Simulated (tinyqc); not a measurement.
Undoped gate-all-around wire MOSFET, analytic charge model: one step of the calculation.

An undoped round wire of radius R under an insulator shell and a surrounding gate; long channel, electrons only, n = ni exp((psi - V)/Vt) with V the quasi-Fermi potential (0 at the source, Vd at the drain), constant mobility, no quantisation. The radial Poisson equation gives n(r) = n(0)/(1 - (1 - b) r^2/R^2)^2 with b = Q0/(Q + Q0). Q is the electron charge per area of the wire surface.

Question. Charge at the source by substitution. With V = 0: u = Vg - V0 - Q/Cox, then Q(new) = (Q0/2)[sqrt(1 + 4 exp(u/Vt)) - 1], the root of Vt ln[(Q/Q0)(1 + Q/Q0)] = u.

Parameters, values chosen for the exercise:
- T = 350 K (temperature)
- Vg = 1.55 V (gate voltage)

Constants: q = 1.602176634e-19 C, kB = 1.380649e-23 J/K, Vt = kB T/q. Results are converted to the units shown.

Q after iteration 1 = 2.0347376e8 nC/cm^2
Cox = 2.3255805 uF/cm^2
Q0 = 462.88356 nC/cm^2
V0 = 0.76621035 V

Wanted: u; Q after iteration 2.

Answer.

u = -8.749e4 V
Q after iteration 2 = 0 nC/cm^2

tinyqc, about 0.03 s, one thread, Intel Xeon 2.30GHz (shared host): `OMP_NUM_THREADS=1 python tinyqc.py 2460130 2460131 out.jsonl`
